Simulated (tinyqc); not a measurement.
Comparisons within one model: donors on two lattice sites with valley-orbit split states. A value that a table varies takes the place of the one given here.

Each donor binds at most one electron, in any of its states. For a site s, W_s = sum over its states of g exp(E/kT), and the ionised share is 1/(1 + W_s exp(eta)), eta = (EF - Ec)/kT; n = Nc F_1/2(eta); neutrality n + NA = ND x (mean ionised share, the two sites in equal numbers); holes are neglected. Nc from N = 2 (m kB T/(4 pi c))^(3/2) with c = hbar^2/2m0, in 1/angstrom^3; times 1e24 for 1/cm^3, m = md. F_j(eta) = (1/Gamma(j + 1)) integral_0^infinity x^j dx/(1 + exp(x - eta)), which tends to exp(eta) for eta << 0.

Mobility (Caughey-Thomas form): mu = mu0 + (mu1 (T/300)^(-ga) - mu0)/(1 + ((ND + NA)/Nr)^de); rho = 1/(e n mu), e = 1.602176634e-19 C.

Constants: hbar^2/2m0 = 3.80998211 eV angstrom^2; kB = 8.617333262e-05 eV/K.

Inputs chosen for the exercise (near those of nitrogen in 4H-SiC; shifted at random, so the results belong to these values and not to a real crystal):

| symbol | value | unit | meaning |
|---|---|---|---|
| md | 0.813 | m0 | density-of-states mass of the conduction band |
| E | (61.1, 53.1, 127.5, 82.2) | meV | binding energies of h ground, h excited, k ground, k excited |
| g | (2, 4, 2, 4) |  | their degeneracies with spin |
| ND | 8.3e+16 | 1/cm^3 | donors, half on each site |
| NA | 0 | 1/cm^3 | compensating acceptors, all ionised |
| T | 250 | K |  |
| mu0 | 39 | cm^2/(V s) | mobility at heavy doping |
| mu1 | 997 | cm^2/(V s) | mobility at light doping and 300 K |
| Nr | 1.8e+17 | 1/cm^3 | reference doping |
| de | 0.61 |  | doping exponent |
| ga | 2.4 |  | temperature exponent |

## What the excited states change

The last columns keep only the ground state of each site (g = 2).

Results:

| T (K) | effective degeneracy, h site | eta | n (1/cm^3) | n, ground states only | ratio |
|---|---|---|---|---|---|
| 40 | 2.39 | -10.84 | 1.76e+13 | 1.93e+13 | 0.914 |
| 60 | 2.85 | -8.28 | 4.18e+14 | 4.99e+14 | 0.838 |
| 80 | 3.25 | -7.10 | 2.08e+15 | 2.64e+15 | 0.790 |
| 110 | 3.72 | -6.28 | 7.68e+15 | 1.01e+16 | 0.761 |
| 150 | 4.15 | -5.87 | 1.83e+16 | 2.32e+16 | 0.785 |
| 200 | 4.51 | -5.77 | 3.12e+16 | 3.64e+16 | 0.857 |
| 250 | 4.76 | -5.77 | 4.37e+16 | 4.87e+16 | 0.899 |
| 300 | 4.94 | -5.80 | 5.54e+16 | 6.05e+16 | 0.915 |
| 400 | 5.17 | -6.00 | 7.03e+16 | 7.45e+16 | 0.944 |
| 500 | 5.32 | -6.25 | 7.66e+16 | 7.93e+16 | 0.966 |

The effective degeneracy grows from 2.39 to 5.32. Excited states hold electrons back, so the ratio is never above 1; it is lowest, 0.761, at 110 K of those listed, and 0.915 at 300 K. At low T the excited states empty out, and at high T more donors are ionised (n is 92 % of ND - NA in the last row), so the effect is largest in between.

## Ionisation and resistivity against doping

NA = 0.

Results:

| ND (1/cm^3) | n (1/cm^3) | n/ND | mu (cm^2/(V s)) | rho (ohm cm) | rho at full ionisation |
|---|---|---|---|---|---|
| 1.0e+14 | 9.96e+13 | 0.996 | 1529 | 41.0 | 40.8 |
| 1.0e+15 | 9.67e+14 | 0.967 | 1483 | 4.35 | 4.21 |
| 1.0e+16 | 8.04e+15 | 0.804 | 1324 | 0.586 | 0.471 |
| 3.0e+16 | 1.99e+16 | 0.664 | 1166 | 0.269 | 0.178 |
| 1.0e+17 | 5.03e+16 | 0.503 | 925 | 0.134 | 0.0675 |
| 3.0e+17 | 1.10e+17 | 0.366 | 675 | 0.0842 | 0.0308 |
| 1.0e+18 | 2.39e+17 | 0.239 | 430 | 0.0608 | 0.0145 |
| 2.0e+18 | 3.61e+17 | 0.181 | 321 | 0.0539 | 0.00973 |

From 1e16 to 1e18 1/cm^3 rho falls by a factor 9.65, not 100: the mobility takes a factor 3.08 and incomplete ionisation 3.37. n/ND is below 0.9 from 1e+16 1/cm^3 on. Near 1e19 1/cm^3 and above the levels merge with the band, and already below that screening lowers the binding energy, so the last rows understate n.

## Compensation sets the slope of the freeze-out

NA = K ND. The slope energy is -d ln(n T^(-p))/d(1/kT) between 50 and 60 K, with p = 3/4 for K = 0 and p = 3/2 otherwise.

Results:

| K | n(50 K) (1/cm^3) | n(60 K) (1/cm^3) | slope energy (meV) |
|---|---|---|---|
| 0 | 1.17e+14 | 4.18e+14 | 29.38 |
| 0.0010 | 8.26e+13 | 3.78e+14 | 32.28 |
| 0.010 | 1.59e+13 | 1.72e+14 | 54.48 |
| 0.050 | 2.98e+12 | 3.79e+13 | 58.72 |
| 0.20 | 4.96e+11 | 6.38e+12 | 58.94 |
| 0.50 | 1.71e+08 | 8.27e+09 | 93.23 |

Without acceptors the slope is 29.38 meV, against half the h-site ground-state energy, 30.55; with K = 0.05 it is 58.72 meV, against the full 61.1. The full energy (less a few meV where excited levels lie within a few kT) shows where n is far below NA, since the acceptors then hold EF near the donor level: n(60 K)/NA is 4.6 for K = 0.001 and 0.0091 for K = 0.05; for K = 0.001 the sample is still in or near the uncompensated regime, where p = 3/2 is the wrong power, so that slope means little. At K = 0.5 the acceptors have taken as many electrons as there are h sites, EF sits between the two levels, and the slope is 93.2 meV against their mean of 94.3.

## What moves the carrier density

All results formed anew. Each row changes one parameter from the base and keeps the others.

Results:

| case | eta | n (1/cm^3) | rho (ohm cm) |
|---|---|---|---|
| base | -5.767 | 4.375e+16 | 0.1477 |
| E = (66.1, 53.1, 127.5, 82.2) meV | -5.779 | 4.321e+16 | 0.1495 |
| md = 0.894 m0 | -5.874 | 4.532e+16 | 0.1426 |
| ND = 1.66e+17 1/cm^3 | -5.259 | 7.265e+16 | 0.1060 |
| NA = 8.3e+15 1/cm^3 | -5.917 | 3.765e+16 | 0.1754 |
| T = 280 K | -5.784 | 5.097e+16 | 0.1656 |
| Nr = 3.6e+17 1/cm^3 | -5.767 | 4.375e+16 | 0.1288 |

The largest shifts from the base row, up to three for each result and ties (the steps differ in size, so this ranks the rows, not the parameters). eta: ND +0.508, NA -0.150, md -0.107; unchanged at the printed digits by Nr. n (1/cm^3): ND +2.89e+16, T +7.22e+15, NA -6.10e+15; unchanged at the printed digits by Nr. rho (ohm cm): ND -0.0416, NA +0.0277, Nr -0.0189.

Program tinyqc; command `OMP_NUM_THREADS=1 python tinyqc.py 1651329 1651330 out.jsonl`; about 0.01 s on one thread of a shared Intel(R) Xeon(R) Processor @ 2.30GHz.
